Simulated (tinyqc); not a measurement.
Inside a calculation. Model: wafer bonding and layer transfer: bond energy, gap closing, particles, bonding of dissimilar wafers and hydrogen blisters. Computed by tinyqc, a small Python program that keeps every step. Command: `OMP_NUM_THREADS=1 python tinyqc.py 3008361 3008362 out.jsonl bond walk`. One thread of a shared host (Intel(R) Xeon(R) Processor @ 2.30GHz), about 0.01 s of CPU time with the checks. Intermediate numbers are printed to about 7 digits and carried at full precision; extremes and crossings named in words are read from the listed rows.

gamma is the energy per area of each of the two surfaces; plates are isotropic, and both wafers have E1 and t1.

Inputs (values chosen for the exercise, for model wafers):
```
quantity                                      value        unit
Young's modulus E1                              167         GPa
Poisson ratio nu                               0.26           -
thickness t1                                    300  micrometre
blade thickness t_b                             100  micrometre
crack length L                                 10.6          mm
particle radius h                               1.2  micrometre
radius of a shallow gap R                      0.46          mm
half height of the gap h_g                      1.3          nm
implant depth d                                0.15  micrometre
hydrogen dose                                   6.1   1e16/cm^2
share of the dose released as H2               0.23           -
surface energy of the weakened plane gamma_s    1.3       J/m^2
anneal temperature T                            600           K
```

Pair: two equal wafers.

Constants: k_B = 1.380649e-23 J/K.

## Bond energy from the blade test

Two cantilevers opened by t_b: gamma = 3 t_b^2 E1 t1^3 E2 t2^3/(16 L^4 (E1 t1^3 + E2 t2^3)).

bond energy gamma = 0.3348328 J/m^2

An error of 5 % in L changes gamma by about 20 %. This is the level of partly covalent bonding.

## Does a shallow gap close?

E' = E1/(1 - nu^2), equal wafers of thickness t1 assumed. A gap of radius R closes if h_g < h_c: h_c = R^2/sqrt((2/3) E' t1^3/gamma) for R > 2 t1 (plate bending), h_c = 3.6 sqrt(R gamma/E') for R < 2 t1 (local deformation).

closable height h_c = 105.5695 nm

h_g/h_c = 0.01231417

The gap closes.

## Void around a particle

E' = E1/(1 - nu^2), equal wafers assumed. Void radius in the plate regime: R_v = [(2/3) E' t1^3/gamma]^(1/4) h^(1/2). Below h_crit = 5 sqrt(t1 gamma/E') the wafers deform locally and R_v is of the order of h (taken as h).

critical particle radius = 0.1184098 micrometre

void radius = 1929.658 micrometre

The void is 1600 times the particle.

## Blistering after hydrogen implantation

A flat crack of radius r under a layer of thickness d, as a clamped plate: centre height w = 3 p r^4/(16 E' d^3), volume pi r^2 w/3, energy release G = 3 p^2 r^4/(32 E' d^3), E' = E1/(1 - nu^2). It grows when G = 2 gamma_s. The gas comes from the area pi r^2: p V = (dose x share/2) pi r^2 k_B T, and G = p w/2 = (3/2) N k_B T with N the H2 molecules per area. Share needed: G = 2 gamma_s. The pressure and height at growth are given for r = 10 d.

energy release G = 0.8716727 J/m^2

share of the dose needed = 0.6860373

pressure at growth = 57.54565 MPa

height at growth = 90.36304 nm

The released gas does not suffice by this estimate. In this plate limit G depends on neither r nor d. Caution: the height exceeds half the layer thickness, so membrane stretching stiffens the plate.

## Closable height against the size of the gap

The formulas are those given above.

Gap closing:
```
R (mm)    regime      h_c (nm)  slope h_c/R
1.00e-04   local  1.556537e+00   0.01556537
1.00e-03   local  4.922202e+00   0.00492220
1.00e-02   local  1.556537e+01   0.00155654
1.00e-01   local  4.922202e+01   0.00049222
5.00e-01   local  1.100638e+02   0.00022013
2.00e+00   plate  1.289082e+03   0.00064454
5.00e+00   plate  8.056765e+03   0.00161135
2.00e+01   plate  1.289082e+05   0.00644541
5.00e+01   plate  8.056765e+05   0.01611353
```

Roughness of 100 nm scale may be 1.6 nm in half height, waviness of radius 5 cm as much as 810 micrometre: h_c goes as R^(1/2) when the wafer deforms locally and as R^2 when it bends. The allowed slope is least near R = 2 t1, so defects about 4 t1 wide are the hardest to close; bow matters little.

Checks made by the program: gamma against the derivative of the beam energy (relative difference below 1e-10).
